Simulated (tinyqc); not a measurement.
Comparisons within one model: four-band model of biased bilayer graphene near K. A value that a table varies takes the place of the one given here.

Basis A1, B1, A2, B2, with B1 below A2; p = kx + i ky, v_j = (sqrt3/2) a g_j. Diagonal -U/2, -U/2, U/2, U/2; <A1|B1> = <A2|B2> = v0 p*, <B1|A2> = g1, <A1|B2> = v3 p, <A1|A2> = <B1|B2> = -v4 p*.

Values chosen for the exercise (near those used for Bernal bilayer graphene; not measured data):

| symbol | value | unit | meaning |
|---|---|---|---|
| a | 2.46 | angstrom | lattice constant |
| g0 | 2.92 | eV | hopping in a layer |
| g1 | 0.358 | eV | hopping of the dimer sites |
| g3 | 0 | eV | skew hopping A1-B2 |
| g4 | 0 | eV | skew hopping A1-A2 |
| U | 0.39 | eV | potential difference of the layers |
| k | (-0.045, 0.008) | 1/angstrom | wave vector from K |

## Gap against bias

Closed form for g3 = g4 = 0: gap U g1/sqrt(U^2 + g1^2), ring radius as (U/2 v0) sqrt((2 g1^2 + U^2)/(g1^2 + U^2)). Last column: lowest band 3 less highest band 2 of the full matrix on a polar grid, |k| = 0 to 0.08 in steps of 0.001 1/angstrom, angles 0, 15, 30, 45, 60 degrees.

Gap:

| U (eV) | gap (eV) | kg (1/angstrom) | gap/U | gap on the grid (eV) |
|---|---|---|---|---|
| 0.02 | 0.0200 | 0.0023 | 0.998 | 0.0200 |
| 0.05 | 0.0495 | 0.0057 | 0.990 | 0.0495 |
| 0.10 | 0.0963 | 0.0112 | 0.963 | 0.0963 |
| 0.15 | 0.1383 | 0.0164 | 0.922 | 0.1384 |
| 0.20 | 0.1746 | 0.0213 | 0.873 | 0.1746 |
| 0.30 | 0.2299 | 0.0304 | 0.766 | 0.2300 |
| 0.40 | 0.2668 | 0.0386 | 0.667 | 0.2668 |
| 0.60 | 0.3074 | 0.0542 | 0.512 | 0.3074 |

The gap follows U while U << g1 (ratio 0.990 at 0.05 eV) and bends towards g1 = 0.358 eV, reaching 0.307 eV at 0.6. Grid and formula agree within 0.03 meV. U is the screened difference, smaller than the applied field times the layer distance.

## From parabola to cone

U = 0, along kx. Parabola: v0^2 k^2/g1. Hyperbola: sqrt(g1^2/4 + v0^2 k^2) - g1/2. Then bands 3 and 2 of the full matrix for +kx and band 3 for -kx.

Energies (eV):

| k (1/angstrom) | parabola | hyperbola | band 3, +kx | band 2, +kx | band 3, -kx |
|---|---|---|---|---|---|
| 0.002 | 0.0004 | 0.0004 | 0.0004 | -0.0004 | 0.0004 |
| 0.005 | 0.0027 | 0.0027 | 0.0027 | -0.0027 | 0.0027 |
| 0.010 | 0.0108 | 0.0105 | 0.0105 | -0.0105 | 0.0105 |
| 0.020 | 0.0432 | 0.0390 | 0.0390 | -0.0390 | 0.0390 |
| 0.030 | 0.0973 | 0.0796 | 0.0796 | -0.0796 | 0.0796 |
| 0.050 | 0.2702 | 0.1799 | 0.1799 | -0.1799 | 0.1799 |
| 0.080 | 0.6918 | 0.3499 | 0.3499 | -0.3499 | 0.3499 |
| 0.120 | 1.5566 | 0.5887 | 0.5887 | -0.5887 | 0.5887 |

The parabola is 3 % above the hyperbola at 0.01 and a factor 2.64 at 0.12 1/angstrom, where the slope nears v0. With g3 = g4 = 0 the hyperbola is exact, the bands are isotropic and mirror images.

## What each parameter does

The four levels at k. Each row changes one parameter from the base and keeps the others.

Results:

| case | band 1 (eV) | band 2 (eV) | band 3 (eV) | band 4 (eV) |
|---|---|---|---|---|
| base | -0.5887 | -0.1391 | 0.1391 | 0.5887 |
| g0 = 3.066 eV | -0.6015 | -0.1438 | 0.1438 | 0.6015 |
| g1 = 0.3938 eV | -0.6099 | -0.1441 | 0.1441 | 0.6099 |
| g3 = 0.1 eV | -0.5875 | -0.1445 | 0.1445 | 0.5875 |
| g4 = 0.05 eV | -0.5917 | -0.1361 | 0.1422 | 0.5857 |
| U = 0.44 eV | -0.6057 | -0.1406 | 0.1406 | 0.6057 |

The largest shifts from the base row, up to three for each result and ties (the steps differ in size, so this ranks the rows, not the parameters). band 1 (eV): g1 -0.0213, U -0.0170, g0 -0.0128. band 2 (eV): g3 -0.0054, g1 -0.0050, g0 -0.0047. band 3 (eV): g3 +0.0054, g1 +0.0050, g0 +0.0047. band 4 (eV): g1 +0.0213, U +0.0170, g0 +0.0128. Only g4 breaks the mirror symmetry between the upper and lower bands.

tinyqc: `OMP_NUM_THREADS=1 python tinyqc.py 1481661 1481662 out.jsonl`; about 0.04 s, one thread, shared Intel(R) Xeon(R) Processor @ 2.30GHz.
